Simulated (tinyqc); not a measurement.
Carrier lifetime of a p-type layer with SRH, radiative, Auger and surface recombination: two steps of the calculation.

Uniform excess density dn = dp (no trapping), n = n0 + dn, p = p0 + dn, Boltzmann statistics, full ionisation. Surfaces enter as a rate 2 S dn/d, which holds while diffusion to them is fast.

Parameters, values chosen for the exercise; band and dielectric values close to those of silicon:
```
symbol,value,unit,meaning
T,300,K,temperature
Eg,1.14,eV,band gap
Nc,2.76e19,cm^-3,conduction-band density of states at T
Nv,2.68e19,cm^-3,valence-band density of states at T
B,4.63e-15,cm^3/s,radiative coefficient
N,3.1e15,cm^-3,acceptor density
Cn,2.9e-31,cm^6/s,Auger coefficient (two electrons)
Cp,8.1e-32,cm^6/s,Auger coefficient (two holes)
Nt,2.5e12,cm^-3,trap density
sn,2e-14,cm^2,capture cross-section for electrons
sp,2e-15,cm^2,capture cross-section for holes
vth,1.9e7,cm/s,thermal velocity (both carriers)
Et,0.27,eV,trap level below the conduction band
S,600,cm/s,surface recombination velocity (both faces)
d,1,um,sample thickness
G,6.9e20,cm^-3 s^-1,generation rate
```

Constants: q = 1.602176634e-19 C, kB = 1.380649e-23 J/K, Vt = kB T/q. Results are converted to the units shown.

Problem 1. Equilibrium densities and SRH constants. ni = sqrt(Nc Nv) exp(-Eg/(2 Vt)), Eg in volts; majority density N/2 + sqrt(N^2/4 + ni^2), n0 p0 = ni^2; n1 = Nc exp(-Et/Vt), p1 = Nv exp((Et - Eg)/Vt); tn0 = 1/(sn vth Nt), tp0 = 1/(sp vth Nt).

Give: ni; n0; p0; n1; p1; tn0; tp0.

Solution 1.

ni = 7.2268e9 cm^-3
n0 = 16847 cm^-3
p0 = 3.1000e15 cm^-3
n1 = 8.0373e14 cm^-3
p1 = 64980 cm^-3
tn0 = 1.0526e-6 s
tp0 = 1.0526e-5 s

Problem 2. New dn. With e = n p - ni^2 = dn (n0 + p0 + dn): U_SRH = e/(tp0 (n + n1) + tn0 (p + p1)), U_rad = B e, U_Aug = (Cn n + Cp p) e, U_s = 2 S dn/d. Newton step on ln U(ln dn) = ln G, U the sum: k = d ln U/d ln dn (central difference over factors 1.0001), dn(new) = dn (G/U)^(1/k).

dn after iteration 1 = 5.6269668e13 cm^-3
n0 = 16847.097 cm^-3
p0 = 3.1e15 cm^-3
n1 = 8.0372729e14 cm^-3
p1 = 64979.753 cm^-3
tn0 = 1.0526316e-6 s
tp0 = 1.0526316e-5 s

Find: U_SRH; U_rad; U_Aug; U_s; k; dn after iteration 2.

Solution 2.

U_SRH = 1.4352e19 cm^-3 s^-1
U_rad = 8.2230e14 cm^-3 s^-1
U_Aug = 4.8304e13 cm^-3 s^-1
U_s = 6.7524e20 cm^-3 s^-1
k = 0.99928
dn after iteration 2 = 5.6303e13 cm^-3

Computed by the program tinyqc: `OMP_NUM_THREADS=1 python tinyqc.py 2300028 2300029 out.jsonl`, one thread of a shared Intel Xeon 2.30GHz, about 0.01 s for the whole run.
